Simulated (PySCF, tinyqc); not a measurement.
Worked calculation (part 2 of 2): CISD on RHF in the 3-21g basis, for H3+, spin multiplicity 1. The lowest restricted solution is unstable here: a spin-polarised one lies 0.0120 hartree lower (PySCF). Computed by tinyqc, a small Python program that keeps every step (integrals from PySCF). Command: `OMP_NUM_THREADS=1 python tinyqc.py 20250 20251 out.jsonl` (the two numbers bound the seeds that draw the settings). One thread of a shared host (Intel(R) Xeon(R) Processor @ 2.60GHz), about 0.1 s of CPU time with the checks.

Geometry (angstrom):
```
atom         x         y          z
H     0.000000  0.000000   0.000000
H     0.000000  0.000000   1.325000
H     0.000000  0.000000  -1.325000
```

## CISD: roots

Occupation strings over the orbitals (2 doubly, a alpha, b beta, 0 empty; spin orbitals ordered 1a 1b 2a 2b ...): 200000 a0b000 a00b00 a0000b b0a000 b00a00 b0000a 020000 0a00b0 002000 00ab00 00a00b 00ba00 000200 000a0b 0b00a0 000020 00b00a 000b0a 000002

Given earlier and not repeated: H - E(HF) between determinants.

Diagonalise (each vector has its largest component positive (the first on a tie)); all determinants have Ms = 0, so triplets appear too. The lowest singlet root is the correlation energy.

lowest roots of this matrix, relative to E(HF) (hartree): -0.045171  0.282936  0.312345  0.550461  0.866842  1.182922  1.200350  1.276301

lowest vectors:
```
           root 1     root 2     root 3     root 4
200000   0.962878   0.000000   0.217132   0.036192
a0b000  -0.054043   0.701122   0.445579  -0.510644
a00b00  -0.017397   0.048001   0.054332   0.011063
a0000b  -0.006869  -0.066914  -0.013175  -0.040484
b0a000   0.054043   0.701122  -0.445579   0.510644
b00a00   0.017397   0.048001  -0.054332  -0.011063
b0000a   0.006869  -0.066914   0.013175   0.040484
020000  -0.238021   0.000000   0.721542   0.527846
0a00b0  -0.022928   0.006901   0.037930  -0.014979
002000  -0.078943   0.000000  -0.144454  -0.433614
00ab00  -0.005600   0.007604  -0.034337  -0.040561
00a00b   0.029841   0.039254   0.028855   0.012758
00ba00   0.005600   0.007604   0.034337   0.040561
000200  -0.005298   0.000000  -0.012116  -0.025242
000a0b  -0.000193   0.000782   0.001674   0.002531
0b00a0   0.022928   0.006901  -0.037930   0.014979
000020  -0.005788   0.000000  -0.004319  -0.020002
00b00a  -0.029841   0.039254  -0.028855  -0.012758
000b0a   0.000193   0.000782  -0.001674  -0.002531
000002  -0.021954   0.000000  -0.031002   0.043541
```

<S^2> of these roots: 0.000000  2.000000  0.000000  0.000000  0.000000  2.000000  0.000000  2.000000

weight of the ground state by excitation level 0, 1, 2, ...: 0.927134  0.006541  0.066325

## The lowest root by the Davidson method

Start from the reference; add the residual divided by (theta - H_ii), orthogonalised, at each step.

Davidson iterations:
```
iteration  subspace  lowest Ritz value (hartree)  residual norm
1                 1                            0       2.08e-01
2                 2                  -0.04100988       6.02e-02
3                 3                  -0.04493159       1.95e-02
4                 4                  -0.04516122       3.56e-03
5                 5                  -0.04517113       5.09e-04
6                 6                  -0.04517128       4.60e-05
7                 7                  -0.04517128       6.58e-06
8                 8                  -0.04517128       1.92e-07
9                 9                  -0.04517128       9.33e-09
```
